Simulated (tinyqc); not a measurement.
Comparisons within one model: tunnelling through a thin dielectric with one trap, as a tight-binding chain. A value that a table varies takes the place of the one given here.

Hopping -t everywhere, t = c/(m a^2), c = hbar^2/2m0; lead sites at 2t (band bottom 0), barrier sites 1 to N at 2t + phi, and site j has U besides. No voltage. Leads give S = -t exp(ika) on sites 1 and N, cos(ka) = 1 - E/(2t). T = (2 t sin(ka))^2 |G_1N|^2, G = (E - H - S)^-1. In the barrier cosh(q a) = 1 + (phi - E)/(2t).

Resonance: the lowest eigenvalue of H + S(E), iterated until its real part equals E (40 rounds from Eb = phi + 2t - sqrt(4t^2 + U^2), the level in an endless barrier). With v the normalised squared amplitudes of that state, Gamma_L = 2 t sin(ka) v_1, Gamma_R = 2 t sin(ka) v_N; Breit-Wigner T = Gamma_L Gamma_R/((E - Er)^2 + (Gamma_L + Gamma_R)^2/4).

Constants: hbar^2/2m0 = 3.80998211 eV angstrom^2.

Values chosen for the exercise (barrier and mass of the size used for Al2O3 on silicon; the results hold for these values, not for the real material):

| symbol | value | unit | meaning |
|---|---|---|---|
| a | 2.5 | angstrom | site spacing |
| m | 0.33 | m0 | mass, the same in leads and barrier |
| phi | 2.06 | eV | conduction edge of the barrier above that of the leads |
| N | 11 |  | barrier sites |
| j | 3 |  | site of the trap |
| U | -3.42 | eV | extra energy on the trap site |
| E | 0.72 | eV | electron energy |

## Transmission around the level

Er = 0.71152 eV

widths (meV): left 71.998, right 0.0034114

Energies Er + x (Gamma_L + Gamma_R).

T:

| x | E (eV) | chain | Breit-Wigner | no trap |
|---|---|---|---|---|
| -8.0 | 0.1355 | 1.47e-08 | 7.37e-07 | 5.17e-10 |
| -3.0 | 0.4955 | 1.51e-06 | 5.12e-06 | 1.02e-08 |
| -1.0 | 0.6395 | 2.62e-05 | 3.79e-05 | 2.76e-08 |
| -0.5 | 0.6755 | 7.95e-05 | 9.48e-05 | 3.53e-08 |
| 0.0 | 0.7115 | 0.000189 | 0.000190 | 4.51e-08 |
| 0.5 | 0.7475 | 0.000119 | 9.48e-05 | 5.76e-08 |
| 1.0 | 0.7835 | 5.96e-05 | 3.79e-05 | 7.36e-08 |
| 3.0 | 0.9275 | 1.88e-05 | 5.12e-06 | 1.99e-07 |
| 8.0 | 1.2875 | 2.42e-05 | 7.37e-07 | 2.87e-06 |

How do the results move?

At Er the chain gives 0.000189, 4.2e+03 times the value without trap, and Breit-Wigner 0.000190. In the wings the single pole gives 50 times the chain value at x = -8 and 0.0305 times at x = 8, because the widths and the level shift change with energy.

## Where a trap does most harm

The trap is moved through the barrier. The area under the resonance, 2 pi Gamma_L Gamma_R/(Gamma_L + Gamma_R), sets the current through it.

Against position:

| j | Er (eV) | Gamma_L (meV) | Gamma_R (meV) | peak | area (meV) |
|---|---|---|---|---|---|
| 3 | 0.7115 | 72.0 | 0.00341 | 0.000190 | 0.0214 |
| 4 | 0.7187 | 13.9 | 0.0184 | 0.00529 | 0.116 |
| 5 | 0.7198 | 2.66 | 0.0969 | 0.136 | 0.587 |
| 6 | 0.7200 | 0.508 | 0.508 | 1.00 | 1.59 |
| 7 | 0.7198 | 0.0969 | 2.66 | 0.136 | 0.587 |
| 8 | 0.7187 | 0.0184 | 13.9 | 0.00529 | 0.116 |
| 9 | 0.7115 | 0.00341 | 72.0 | 0.000190 | 0.0214 |

How do the results move?

The area is largest at j = 6 (1.59 meV) and 74.4 times smaller at j = 3: the slower of the two steps limits the current, so traps in the middle carry most. Each site towards a lead multiplies its width by about 5.23, close to exp(2 q a) = 5.24 at Eb.

## Direct against trap-assisted paths

N odd, the trap in the middle, j = (N + 1)/2. Direct T is that without trap at the energy Er; area = 2 pi Gamma_L Gamma_R/(Gamma_L + Gamma_R). The exponents are the slopes of the logarithms between the last two rows, per angstrom.

Against thickness:

| N | N a (angstrom) | Er (eV) | direct T | area (meV) |
|---|---|---|---|---|
| 5 | 12.5 | 0.6998 | 0.000921 | 223 |
| 7 | 17.5 | 0.7172 | 3.55e-05 | 43.5 |
| 9 | 22.5 | 0.7196 | 1.31e-06 | 8.34 |
| 11 | 27.5 | 0.7200 | 4.77e-08 | 1.59 |
| 13 | 32.5 | 0.7200 | 1.74e-09 | 0.305 |
| 15 | 37.5 | 0.7200 | 6.35e-11 | 0.0582 |
| 17 | 42.5 | 0.7201 | 2.32e-12 | 0.0111 |

exponents (1/angstrom): direct 0.6623, through the trap 0.3311

What does this show, and why?

The direct path falls as exp(-0.662 d) and the path through a central trap as exp(-0.331 d), 2.00 times more slowly, since each step crosses half the layer. From 5 to 17 sites the first loses 8.6 decades and the second 4.3: in thicker layers even few traps rule the leakage. Inelastic capture with phonons is left out.

## What each parameter does

Resonance and log10 T at E. Each row changes one parameter from the base and keeps the others.

Results:

| case | Er (eV) | Gamma_L (meV) | Gamma_R (meV) | log10 T |
|---|---|---|---|---|
| base | 0.7115 | 72.00 | 0.003411 | -3.726 |
| m = 0.304 m0 | 0.7918 | 91.93 | 0.008390 | -4.127 |
| phi = 2.16 eV | 0.8142 | 73.35 | 0.003500 | -4.810 |
| N = 12 | 0.7115 | 72.00 | 0.0006481 | -4.445 |
| j = 4 | 0.7187 | 13.88 | 0.01842 | -2.288 |
| U = -3.317 eV | 0.7831 | 77.54 | 0.004729 | -4.314 |

How do the results move?

The largest shifts from the base row, up to three for each result and ties (the steps differ in size, so this ranks the rows, not the parameters). Er (eV): phi +0.1027, m +0.0803, U +0.0716; unchanged at the printed digits by N. Gamma_L (meV): j -58.1, m +19.9, U +5.55; unchanged at the printed digits by N. Gamma_R (meV): j +0.0150, m +0.00498, N -0.00276. log10 T: j +1.438, phi -1.085, N -0.719.

(tinyqc, `OMP_NUM_THREADS=1 python tinyqc.py 1450798 1450799 out.jsonl`, Intel(R) Xeon(R) Processor @ 2.30GHz, 1 thread, shared host, about 0.06 s.)
